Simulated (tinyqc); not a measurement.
## Trap density from one capacitance

Question. Traps spread evenly through the insulator exchange electrons with the semiconductor by tunnelling, with tau(x) = t0 exp(2 ka x) at depth x from the interface. The admittance per area Y seen at depth x obeys dY/dx = -Y^2/(i w eps0 eox) + q Nb ln(1 + i w tau)/tau, with Y(0) = i w Cs and w = 2 pi f; the gate sees Y(tox) = G + i w C. Working variable y = Y/(i w), in uF/cm^2. Cox = eps0 eox/tox. Find Nb and G/w.

Inputs (values chosen for the exercise):
```
symbol  value     unit                                               meaning
eox      19.2                         relative permittivity of the insulator
tox       4.3       nm                                   insulator thickness
Cs        1.9  uF/cm^2             semiconductor capacitance in accumulation
ka          5     1/nm  decay constant of the wave function in the insulator
t0      1e-10        s              time constant of a trap at the interface
f       10000       Hz                                             frequency
```

Constants: q = 1.602176634e-19 C, eps0 = 8.8541878128e-14 F/cm where lengths are in cm. Results are converted to the units shown.

C = 1.7444178 uF/cm^2

Solution. C rises steadily with Nb, so one density matches; in practice ka and t0 must come from the frequency dependence.

Nb = 4.800e19 cm^-3 eV^-1
G/w = 0.05796 uF/cm^2

Numbers from tinyqc (`OMP_NUM_THREADS=1 python tinyqc.py 2202175 2202176 out.jsonl`; about 0.4 s on one thread of a shared Intel Xeon 2.30GHz).
